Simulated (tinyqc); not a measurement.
From results back to parameters: trap in a gate oxide as a short-range spherical well. Two cases, with inputs chosen for the exercise.

Problem. In strong inversion a gate step dV falls across the oxide, so a trap at depth x moves by -e dV x/tox against EF and d ln(tau_c/tau_e)/dV = -x/(tox kB T/e). The slope was computed from a hidden depth.

Constants: kB = 8.617333262e-05 eV/K.

Case 1.

Values chosen (out of a larger set: near those of Al2O3 on GaAs; not measured data): tox = 37 angstrom (oxide thickness); T = 300 K (temperature).

slope = -15.6818 1/V

Case 2.

Values chosen (out of a larger set: near those of Al2O3 on GaAs; not measured data): tox = 37 angstrom (oxide thickness); T = 300 K (temperature).

slope = -14.6363 1/V

Find: x/tox; x.

Solution. x/tox = -slope kB T/e.

Case 1.

x/tox = 0.405
x = 15.0 angstrom

Case 2.

x/tox = 0.378
x = 14.0 angstrom

Computed by tinyqc, one run a case: `OMP_NUM_THREADS=1 python tinyqc.py N N+1 out.jsonl` with N = 1250081, 1250172; one thread of a shared Intel(R) Xeon(R) Processor @ 2.30GHz, about 0.01 s a run at most.
